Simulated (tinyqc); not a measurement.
# p-n diode, drift-diffusion by the Gummel loop with Scharfetter-Gummel fluxes: current against voltage in the dark

Abrupt junction at x = 0, p side from -Lp, n side to Ln, ohmic contacts. psi is counted from the intrinsic level; n = ni exp((psi - phin)/Vt), p = ni exp((phip - psi)/Vt). Contacts: p side psi = V - Vt ln(Na/ni), p = Na, n = ni^2/Na; n side psi = Vt ln(Nd/ni), n = Nd, p = ni^2/Nd. Constant mobilities, D = mu Vt, Boltzmann statistics, SRH recombination through a mid-gap level, U = (n p - ni^2)/(tp (n + ni) + tn (p + ni)). Current is positive from the p contact to the n contact.

ni = sqrt(Nc Nv) exp(-Eg/(2 Vt)), Eg in volts. Poisson and both continuity equations are solved self-consistently with Scharfetter-Gummel fluxes on a graded mesh of 500 nodes. J_scr is q times the integral of U between -xp and xn. Ideal diffusion current J_id = q ni^2 [Dn coth(wp/Le)/(Le Na) + Dp coth(wn/Lh)/(Lh Nd)] (exp(V/Vt) - 1), Le = sqrt(Dn tn), Lh = sqrt(Dp tp), wp = Lp - xp, wn = Ln - xn, with xp and xn from the depletion approximation (W = sqrt(2 eps0 eps_r (Vbi - V)(1/Na + 1/Nd)/q), xp = W Nd/(Na + Nd), xn = W Na/(Na + Nd), Vbi = Vt ln(Na Nd/ni^2)). Ideality factor = 0.004 V/(Vt ln[J(V + 0.004 V)/J(V)]). Here G = 0.

Values chosen for this exercise; band and dielectric values close to those of silicon:
- T = 275 K (temperature)
- Eg = 1.1 eV (band gap)
- eps_r = 11.6 (relative permittivity)
- Nc = 2.47e19 cm^-3 (conduction-band density of states at T)
- Nv = 2.36e19 cm^-3 (valence-band density of states at T)
- Na = 1.8e16 cm^-3 (acceptor density of the p side)
- Nd = 4.7e15 cm^-3 (donor density of the n side)
- mun = 1100 cm^2/(V s) (electron mobility)
- mup = 390 cm^2/(V s) (hole mobility)
- tn = 2e-7 s (SRH lifetime of electrons)
- tp = 3e-9 s (SRH lifetime of holes)
- Lp = 2.2 um (length of the p side)
- Ln = 4.7 um (length of the n side)
- G = 0 cm^-3 s^-1 (uniform generation rate)

Constants: q = 1.602176634e-19 C, kB = 1.380649e-23 J/K, Vt = kB T/q, eps0 = 8.8541878128e-14 F/cm where lengths are in cm. Results are converted to the units shown.

Results:

| V (V) | J (A/cm^2) | ideality factor | J_scr/J (%) | J_id (A/cm^2) | share recombining at the contacts (%) | larger minority/doping at -xp and xn |
|---|---|---|---|---|---|---|
| 0.15 | 6.28e-7 | 1.71 | 98.9 | 6.83e-9 | 0.495 | 1.60e-10 |
| 0.2 | 2.11e-6 | 1.76 | 97.3 | 5.63e-8 | 1.21 | 1.31e-9 |
| 0.26 | 9.00e-6 | 1.70 | 92.1 | 7.08e-7 | 3.56 | 1.64e-8 |
| 0.32 | 4.28e-5 | 1.53 | 79.2 | 8.90e-6 | 9.38 | 2.04e-7 |
| 0.38 | 2.55e-4 | 1.30 | 56.2 | 1.12e-4 | 19.7 | 2.54e-6 |
| 0.44 | 0.00204 | 1.14 | 31.2 | 0.00140 | 30.8 | 3.14e-5 |
| 0.5 | 0.0203 | 1.07 | 14.0 | 0.0176 | 38.5 | 3.85e-4 |
| 0.62 | 2.06 | 1.19 | 1.00 | 2.78 | 62.4 | 0.0502 |

Estimate the missing row, V = 0.56 V.

Computed row:

| V (V) | J (A/cm^2) | ideality factor | J_scr/J (%) | J_id (A/cm^2) | share recombining at the contacts (%) | larger minority/doping at -xp and xn |
|---|---|---|---|---|---|---|
| 0.56 | 0.220 | 1.08 | 4.70 | 0.221 | 44.8 | 0.00462 |

With this row back in the table: J rises from 6.28e-7 to 2.06 A/cm^2; the ideality factor moves up and down between 1.07 and 1.76. Recombination in the depleted layer carries over half of the current up to V = 0.38 V, where the factor is 1.30; it grows roughly as exp(V/2 Vt), so diffusion overtakes it. Where the factor is lowest (V = 0.5 V), J is 15 % above the ideal diffusion current.

tinyqc, about 0.2 s, one thread, Intel Xeon 2.30GHz (shared host): `OMP_NUM_THREADS=1 python tinyqc.py 2240131 2240132 out.jsonl`
